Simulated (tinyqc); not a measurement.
Hole mobility in a silicon inversion layer, empirical terms and Matthiessen rule: effect of the inversion density.

Inversion layer of sheet density Ns on a uniformly doped body. The mobility terms are empirical power laws with prefactors chosen for the exercise; adding their inverses (Matthiessen) is itself an approximation.

ni = sqrt(Nc Nv) exp(-Eg/(2 Vt)), Eg in volts; Ndep = sqrt(2 eps0 eps_r Nb (2 Vt ln(Nb/ni) + Vsb)/q); E = q (Ndep + eta Ns)/(eps0 eps_r), in MV/cm. With t = T/(300 K): muC = Ac (Ns/1e12 cm^-2) t/(Nb/1e17 cm^-3 + Nit/1e11 cm^-2), muP = Ap E^(-1/3) t^(-1.75), muS = As E^(-gs); 1/mu is the sum of the inverses.

Parameters, values chosen for the exercise; material values close to those of silicon:
```
symbol,value,unit,meaning
T,350,K,temperature
Eg,1.14,eV,band gap
eps_r,11.7,,relative permittivity of the semiconductor
Nc,3.5e19,cm^-3,conduction-band density of states at T
Nv,3.4e19,cm^-3,valence-band density of states at T
Nb,1.4e18,cm^-3,body doping
Vsb,0.6,V,reverse body bias
eta,0.3333,,weight of the inversion charge in the effective field
Ap,115,cm^2/(V s),phonon-limited mobility at 1 MV/cm and 300 K
As,366,cm^2/(V s),roughness-limited mobility at 1 MV/cm
gs,1,,exponent of the roughness term
Ac,2100,cm^2/(V s),Coulomb prefactor
Nit,3.4e11,cm^-2,charge at the interface
```

Constants: q = 1.602176634e-19 C, kB = 1.380649e-23 J/K, Vt = kB T/q, eps0 = 8.8541878128e-14 F/cm where lengths are in cm. Results are converted to the units shown.

Effect of the inversion density:
```
Ns (cm^-2),E (MV/cm),muC (cm^2/(V s)),muP (cm^2/(V s)),muS (cm^2/(V s)),mu (cm^2/(V s))
2e11,0.82872,28.161,93.484,441.65,20.631
3.6e11,0.83697,50.690,93.176,437.29,30.537
6.3e11,0.85089,88.707,92.665,430.14,41.001
1.1e12,0.87511,154.89,91.802,418.23,50.658
2e12,0.92151,281.61,90.235,397.18,58.306
3.6e12,1.0040,506.90,87.693,364.55,62.037
6.3e12,1.1432,887.07,83.979,320.16,61.887
1.1e13,1.3854,1548.9,78.767,264.18,58.389
2e13,1.8494,2816.1,71.537,197.91,51.582
```

As Ns goes from 2e11 to 2e13 cm^-2, E rises from 0.829 to 1.85 MV/cm and mu goes from 20.6 through a maximum of 62.0 (at Ns = 3.6e12 cm^-2 among the rows listed) to 51.6 cm^2/(V s). The smallest term is the Coulomb one in the first row and the phonon one in the last. Screening lifts the Coulomb term as Ns grows while the field presses the carriers to the interface, hence the maximum. At Ns = 2e13 cm^-2 E passes 1.5 MV/cm, beyond the usual range of such laws.

Computed by the program tinyqc: `OMP_NUM_THREADS=1 python tinyqc.py 2510133 2510134 out.jsonl`, one thread of a shared Intel Xeon 2.30GHz, about 0.01 s for the whole run.
